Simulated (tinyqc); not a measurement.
What each parameter does: metal-induced gap states at the contact of a metal chain and a two-band chain.

The semiconductor alternates sites A at -Eg/2 and C at +Eg/2 with hopping -t; the gap runs from -Eg/2 to Eg/2. In the gap cosh(q a) = 1 + (Eg^2/4 - E^2)/(2 t^2) and the amplitude changes by -exp(-q a) a period. The metal has site energy 0 and hopping -tm; its end site has g_m = (E - i sqrt(4 tm^2 - E^2))/(2 tm^2). Sites 1, 2, ... count into the semiconductor, with energies e1, e2 alternating. The clean half chain has g1 = 1/(E - e1 - t^2 g2), g2 = 1/(E - e2 - t^2 g1), decaying root. With the contact G11 = 1/(1/g1 - tc^2 g_m), and the density on site j is -Im G_jj/pi = |psi_j/psi_1|^2 (-Im G11/pi), per spin, with psi_2/psi_1 = -t g2, psi_3/psi_2 = -t g1.

Constants: e^2/(4 pi eps0) = 14.39964547 eV angstrom.

Parameters, chosen for this exercise (gap and optical dielectric constant near those of GaN; the chain itself is a model; shifted at random, so the results belong to these values and not to a real crystal):
- Eg = 3.57 eV (gap)
- t = 2.23 eV (hopping in the semiconductor)
- tm = 1.95 eV (hopping in the metal)
- tc = 1.06 eV (hopping across the contact)
- end = C (site that touches the metal)
- a = 3.19 angstrom (period (two sites); one chain for each area a^2)
- eps = 5.2 (dielectric constant)
- E = 0.35 eV (energy from mid-gap)

xi = 1/(2q), summed density, and S = 1/(1 + 4 pi e^2 N xi/eps), N = 2 (summed density)/a^2.

Results for these values:
```
case  xi (angstrom)  summed density (1/eV)       S
base          2.082                0.03921  0.6417
```

What happens to each result for tc = 1.166 eV, all else kept?

Answer: xi does not change at the printed digits; summed density rises from 0.03921 to 0.04619; S falls from 0.6417 to 0.6032.

The same for each parameter in turn:
```
case           xi (angstrom)  summed density (1/eV)       S
base                   2.082                0.03921  0.6417
Eg = 3.927 eV          1.896                0.03366  0.6962
t = 2.453 eV           2.281                0.03692  0.6345
tm = 2.145 eV          2.082                0.03616  0.6601
tc = 1.166 eV          2.082                0.04619  0.6032
eps = 5.72             2.082                0.03921  0.6633
end = A                2.082                0.02489  0.7383
```

The decay length belongs to the semiconductor alone; the metal and the contact set only the amplitude.

Computed by tinyqc, a small Python program: `OMP_NUM_THREADS=1 python tinyqc.py 1480106 1480107 out.jsonl` (the numbers bound the seed that draws the inputs); one thread of a shared host (Intel(R) Xeon(R) Processor @ 2.30GHz), about 0.01 s for the whole set of steps.
